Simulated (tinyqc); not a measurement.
Fermi-level pinning at a metal contact (Cowley-Sze model): one step of the calculation.

Interface states of density Ds lie behind a thin layer of thickness dl. Neglecting the depletion charge, the barrier for electrons is phi = S (pM - chi) + (1 - S) E0 with S = 1/(1 + q Ds dl/(eps0 ei)); the barrier for holes is Eg - phi.

Question. Barrier. Also the charge in the states, Ds (phi - E0), and the drop across the layer, pM - chi - phi.

Parameters, values chosen for the exercise; material values close to those of gallium arsenide:

| symbol | value | unit | meaning |
|---|---|---|---|
| Eg | 1.44 | eV | band gap |
| chi | 4 | eV | electron affinity |
| Ds | 2.3e13 | cm^-2 eV^-1 | density of interface states |
| E0 | 0.64 | eV | depth of their neutrality level below the conduction edge |
| dl | 0.52 | nm | thickness of the interface layer |
| ei | 1 |  | its relative permittivity |
| pM | 4.21 | eV | metal work function |

Constants: q = 1.602176634e-19 C, eps0 = 8.8541878128e-14 F/cm where lengths are in cm. Results are converted to the units shown.

Wanted: S; phi; barrier for holes; charge in the states; drop across the layer.

Answer.

S = 0.31604
phi = 0.50410 eV
barrier for holes = 0.93590 eV
charge in the states = -3.1256e12 cm^-2
drop across the layer = -0.29410 V

Computed by the program tinyqc: `OMP_NUM_THREADS=1 python tinyqc.py 2430166 2430167 out.jsonl`, one thread of a shared Intel Xeon 2.30GHz, about 0.01 s for the whole run.
